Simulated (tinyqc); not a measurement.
Precursor delivery by bubblers, mass-transport growth and the solid composition of a III-V alloy: one step, computed by the program tinyqc. Command: `OMP_NUM_THREADS=1 python tinyqc.py 3016786 3016787 out.jsonl movpe_thermo walk`. One thread of a shared host (Intel(R) Xeon(R) Processor @ 2.30GHz), about 0.02 s of CPU time with the checks.

1 sccm = 44.615 micromol/min; 1 torr = 133.322 Pa. The sources decompose fully at the surface.

Question. Mass transport. Mean velocity u = (F_t/A)(760/p)(T/273); D = D0 (T/273)^1.75 (760/p); boundary layer delta = sqrt(pi D z/u); flux = D dp/(delta k_B T); growth rate = flux x a^3/4.

Inputs (values chosen for the exercise, modelled on trimethylgallium (source 1) and trimethylindium (source 2) for the vapour pressures): total flow F_t = 8.6 slm; reactor pressure p = 100 torr; growth temperature T = 860 K; diffusivity at 273 K and 760 torr = 0.33 cm^2/s; flow cross-section A = 73 cm^2; distance from the leading edge z = 5.8 cm; lattice constant a = 5.95 angstrom.

Constants: k_B = 1.380649e-23 J/K.

Give: velocity u; D; boundary layer delta; growth rate per torr of group III.

Answer.

velocity u = 47.01 cm/s

D = 18.68 cm^2/s

boundary layer delta = 2.691 cm

growth rate per torr of group III = 147.8 micrometre/(h torr)

Caution: the boundary layer is a quarter or more of the root of the cross-section, so it fills much of the channel and depletion along the flow matters.
